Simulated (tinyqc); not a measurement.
Ellipsometry and reflectance of a transparent film on an absorbing substrate: one step of the calculation.

Air (index 1), film, substrate with N2 = n2 - i k2; time factor exp(+i w t). q_j = sqrt(N_j^2 - sin^2 th), root with positive real part. Fresnel coefficients r_s = (q_a - q_b)/(q_a + q_b), r_p = (N_b^2 q_a - N_a^2 q_b)/(N_b^2 q_a + N_a^2 q_b). tan(Psi) exp(i Delta) = R_p/R_s, Delta taken from 0 to 360 degrees.

Task. Interface coefficients and thickness period. q0, q1, q2 and the coefficients r01 and r12 for p and s; the results repeat in d with the period lam/(2 q1).

Inputs (values chosen for the exercise); indices close to those of photoresist on silicon: wavelength lam = 405 nm; angle of incidence th = 70 degrees; index of the transparent film n1 = 1.652; index of the substrate n2 = 5.42; extinction coefficient of the substrate k2 = 0.329.

Find: q0; q1; q2; r01,p; r01,s; r12,p; r12,s; period.

Result.

q0 = 0.3420
q1 = 1.359
q2 = 5.338-0.334i
r01,p = -0.1855
r01,s = -0.5978
r12,p = 0.4662-0.0230i
r12,s = -0.5952+0.0202i
period = 149.0 nm

Program tinyqc, `OMP_NUM_THREADS=1 python tinyqc.py 2870226 2870227 out.jsonl`; Intel Xeon 2.30GHz, shared host, one thread, about 0.01 s.
